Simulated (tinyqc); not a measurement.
# Changing the drive-in temperature T2

Model: two-step dopant diffusion (predeposition and drive-in) with a constant diffusivity. Computed by tinyqc, a small Python program. Command: `OMP_NUM_THREADS=1 python tinyqc.py 3002751 3002752 out.jsonl dopdiff sweep`. One thread of a shared host (Intel(R) Xeon(R) Processor @ 2.30GHz), about 0.02 s of CPU time with the checks.

Fick diffusion into a half space x > 0 whose background doping C_B is of the opposite type, so that a junction lies where C = C_B.

Inputs (values chosen for the exercise, modelled on aluminium in silicon):

| quantity | value | unit |
|---|---|---|
| prefactor D0 | 1.46 | cm^2/s |
| activation energy E | 3.41 | eV |
| surface concentration C_s | 5.1e+18 | 1/cm^3 |
| background doping C_B | 1.7e+16 | 1/cm^3 |
| predeposition temperature T1 | 850 | C |
| predeposition time t1 | 60 | min |
| drive-in time t2 | 120 | min |

Furnace ramps of the drive-in: none.

Constants: k_B = 8.617333262e-05 eV/K.

Method:
- D = D0 exp(-E/(k_B T)).
- Temperatures in kelvin are T(C) + 273.15.
- Times in seconds are 60 times the minutes.
- (Dt)2 = D2 t2, t2 in seconds.
- C = C_s erfc(x/(2 sqrt(D1 t1))); dose Q = 2 C_s sqrt(D1 t1/pi); the junction solves erfc(z) = C_B/C_s with x_j = 2 z sqrt(D1 t1).
- With a sealed surface and a thin source, C = Q/sqrt(pi (Dt)2) exp(-x^2/(4 (Dt)2)); x_j = 2 sqrt((Dt)2 ln(C(0)/C_B)); gradient at the junction |dC/dx| = C_B x_j/(2 (Dt)2).

One run for each value:

| drive-in temperature T2 (C) | junction depth x_j (um) | surface concentration C(0) (Gaussian) (1/cm^3) | D2 (cm^2/s) | gradient at the junction (1/cm^4) |
|---|---|---|---|---|
| 950 | 0.360 | 5.438e+17 | 1.300e-14 | 3.271e+21 |
| 1025 | 0.784 | 2.136e+17 | 8.429e-14 | 1.098e+21 |
| 1050 | 0.984 | 1.601e+17 | 1.499e-13 | 7.749e+20 |
| 1075 | 1.216 | 1.214e+17 | 2.611e-13 | 5.497e+20 |
| 1100 | 1.476 | 9.290e+16 | 4.455e-13 | 3.912e+20 |
| 1150 | 2.052 | 5.600e+16 | 1.226e-12 | 1.975e+20 |

Give the missing row, drive-in temperature T2 (C) = 1000.

Computed row; columns: (1) drive-in temperature T2 (C); (2) junction depth x_j (um); (3) surface concentration C(0) (Gaussian) (1/cm^3); (4) D2 (cm^2/s); (5) gradient at the junction (1/cm^4):
```
(1)     (2)        (3)        (4)        (5)
1000  0.614  2.881e+17  4.633e-14  1.566e+21
```

Interpolating between the two neighbouring rows (linearly) misses most in D2 (cm^2/s), by 31 %. Over the rows, junction depth x_j (um) rises from 0.360 to 2.05; surface concentration C(0) (Gaussian) (1/cm^3) falls from 5.44e17 to 5.60e16. D2 rises by a factor 94.3 over the range, x_j by 5.70, less than the square root 9.71, as the surface value drops. Left out: 1200 (the drive-in dilutes the layer to the background).

Caution (all rows): C_s exceeds the intrinsic carrier density of silicon at the predeposition temperature (2e18 to 1e19 per cm^3), where real diffusivities rise with concentration and profiles turn box-like.
